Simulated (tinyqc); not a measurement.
## Van der Pauw, Hall and four-point-probe measurements on a doped layer: correction factor against the shape of the sample

A uniform p-type layer with sheet resistance Rs = 1/(q ns mu), point contacts, low field (mu B small).

Rs = 1/(q ns mu). For a rectangle with contacts at the corners, RA = (8 Rs/pi) sum_(k>=0) ln coth((2k + 1) pi a/(2 b)) with current along a short side b and voltage along the opposite one, RB the same with a and b exchanged. ar = a/b. F = Rs/[(pi/ln 2)(RA + RB)/2]; small-asymmetry estimate 1 - (ln 2/2) d^2 - ((ln 2)^2/4 - (ln 2)^3/12) d^4 with d = (RB - RA)/(RB + RA).

Values chosen for this exercise:

| symbol | value | unit | meaning |
|---|---|---|---|
| ns | 4.7e13 | cm^-2 | sheet density of the layer |
| mu | 58 | cm^2/(V s) | drift mobility |

Constants: q = 1.602176634e-19 C. Results are converted to the units shown.

Result of one run:

| RA (ohm) | RB (ohm) | RB/RA | F | estimate of F |
|---|---|---|---|---|
| 244.8 | 914.1 | 3.734 | 0.8718 | 0.8741 |

Which side ratio a/b of a rectangular sample with corner contacts ar gave this result: 1, 1.23, 1.46, 1.91 or 2.6?

ar = 1.23.

The whole series:

| ar | RA (ohm) | RB (ohm) | RB/RA | F | estimate of F |
|---|---|---|---|---|---|
| 1 | 505.2 | 505.2 | 1.000 | 1.000 | 1.000 |
| 1.23 | 244.8 | 914.1 | 3.734 | 0.8718 | 0.8741 |
| 1.46 | 118.8 | 1381 | 11.62 | 0.6738 | 0.7082 |
| 1.69 | 57.67 | 1877 | 32.55 | 0.5221 | 0.6213 |
| 1.91 | 28.89 | 2367 | 81.92 | 0.4217 | 0.5862 |
| 2.14 | 14.03 | 2886 | 205.8 | 0.3484 | 0.5713 |
| 2.37 | 6.810 | 3409 | 500.6 | 0.2958 | 0.5653 |
| 2.6 | 3.306 | 3934 | 1190 | 0.2566 | 0.5628 |

RB/RA rises from 1.00 to 1190 and F falls from 1.00 to 0.257. The estimate is 5.1 % above F at a/b = 1.46 and 2.19 times it in the last row. RA shrinks about as exp(-pi a/b): by a factor of 2.06 between the last two rows, against 2.06.

tinyqc, about 0.01 s, one thread, Intel Xeon 2.30GHz (shared host): `OMP_NUM_THREADS=1 python tinyqc.py 2850163 2850164 out.jsonl`
